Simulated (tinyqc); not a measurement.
# Short-channel transistor, virtual-source model with series resistance: what changes with what

The current per gate width is the charge at the top of the source barrier (the virtual source) times its velocity times a saturation function; al and be are fitting constants of the model. Units: I in uA/um, Rs in ohm um, so I Rs = 1e-6 I Rs in volts; Q in uC/cm^2, so I = 1e-4 Q vx0 Fsat with vx0 in cm/s.

Values chosen for this exercise: temperature T = 250 K; inversion capacitance Cinv = 2.65 uF/cm^2; velocity at the virtual source vx0 = 8.07e6 cm/s; apparent mobility mu = 1100 cm^2/(V s); channel length L = 45 nm; threshold at zero drain voltage VT0 = 0.48 V; drain-induced barrier lowering dl = 0.034 V/V; subthreshold factor n0 = 1.5; growth of n with drain voltage nd = 0.2 1/V; threshold shift (in units of Vt) from weak to strong inversion al = 3.5; sharpness of saturation be = 1.8; series resistance of each contact Rs = 90 ohm um.

Constants: q = 1.602176634e-19 C, kB = 1.380649e-23 J/K, Vt = kB T/q. Results are converted to the units shown.

Each table varies one quantity; the others keep the values above.

## Effect of the series resistance of each contact on the on and off currents

Intrinsic voltages Vg' = Vgs - I Rs, Vd' = Vds - 2 I Rs. n = n0 + nd Vd', VT = VT0 - dl Vd', Ff = 1/(1 + exp((Vg' - VT + al Vt/2)/(al Vt))), Q = Cinv n Vt ln(1 + exp((Vg' - VT + al Vt Ff)/(n Vt))), Vdsat = (vx0 L/mu)(1 - Ff) + Vt Ff, Fsat = u/(1 + u^be)^(1/be) with u = Vd'/Vdsat, and I = Q vx0 Fsat per width. I is solved self-consistently. Ion is I at Vgs = Vds = 0.75 V, Ioff at Vgs = 0, Vds = 0.75 V, and Rlin = Vds/I at Vgs = 0.75 V, Vds = 0.05 V.

Effect of the series resistance of each contact on the on and off currents:
```
Rs (ohm um)  Ion (uA/um)  Ioff (nA/um)  log10(Ion/Ioff)  Rlin (ohm um)
0                  632.6         1.759            5.556          106.1
25                 598.9         1.759            5.532          133.7
50                 568.6         1.759            5.510          173.2
100                516.6         1.759            5.468          266.2
150                473.6         1.759            5.430          364.1
200                437.4         1.759            5.396          463.2
300                379.9         1.759            5.334          662.5
400                336.2         1.759            5.281          862.2
```

As Rs goes from 0 to 400 ohm um, Ion falls from 633 to 336 uA/um, Ioff stays near 1.76 nA/um and Rlin rises from 106 to 862 ohm um. Ion changes by a factor of 0.531 and Ioff by 1.00. The off current drops so little voltage over Rs that it changes by under 1 %.

## Effect of the threshold at zero drain voltage on the on and off currents

Same model as above.

Effect of the threshold at zero drain voltage on the on and off currents:
```
VT0 (V)  Ion (uA/um)  Ioff (nA/um)  log10(Ion/Ioff)  Rlin (ohm um)
0.15          1106.5         10439           2.0253         207.49
0.2           1018.2        3367.8           2.4805         210.21
0.25          930.00        963.03           2.9848         213.53
0.3           841.83        256.30           3.5165         217.65
0.35          753.76        65.577           4.0605         222.92
0.4           665.89        16.432           4.6077         229.87
0.45          578.41        4.0730           5.1523         239.38
0.5           491.61        1.0038           5.6900         253.06
```

What does the table show?

As VT0 goes from 0.15 to 0.5 V, Ion falls from 1110 to 492 uA/um, Ioff falls from 10400 to 1.00 nA/um and Rlin rises from 207 to 253 ohm um. Ion changes by a factor of 0.444 and Ioff by 9.62e-5. The off current depends on it through an exponential, the on current about linearly. For VT0 = 0.15 to 0.2 V the off current passes 1 uA/um, so the device is hardly off at Vgs = 0.

tinyqc, about 0.01 s, one thread, Intel Xeon 2.30GHz (shared host): `OMP_NUM_THREADS=1 python tinyqc.py 2380164 2380165 out.jsonl`
